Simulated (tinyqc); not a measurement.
Classical Heisenberg spin chain: exact results, Metropolis, heat-bath and over-relaxation steps, and a Monte Carlo run: one step, computed by the program tinyqc.

E = -J sum_i s_i . s_(i+1) for unit vectors s_i on an open chain; K = J/(k_B T).

Task: Exact results. Each bond angle is independent, so u = <s_i . s_(i+1)> = coth K - 1/K, <s_i . s_(i+n)> = u^n, correlation length xi = -1/ln|u|, energy per bond -J u, heat capacity per bond c/k_B = 1 - K^2/sinh^2 K, and for the long chain chi = mu^2 (1 + u)/(3 k_B T (1 - u)) per spin.

Inputs (values chosen for the exercise, for a model chain of large moments): coupling J = 19 meV; temperature T = 71.6 K; moment mu = 3.6 mu_B.

Constants: k_B = 8.617333262e-05 eV/K; mu_B = 5.7883818060e-05 eV/T.

Give: K; u; xi; energy per bond; heat capacity; chi over the Curie value; chi.

Result:

K = 3.079

u = 0.6795

xi = 2.588 sites

energy per bond = -12.91 meV

heat capacity = 0.9194 k_B/bond

chi over the Curie value = 5.240

chi = 0.2124 mu_B/T per spin

For |K| >> 1, |u| = 1 - 1/|K| and xi = |K| - 1/2 = 2.58: the chain orders only at T = 0, and c tends to k_B, not to zero, a failure of classical spins.
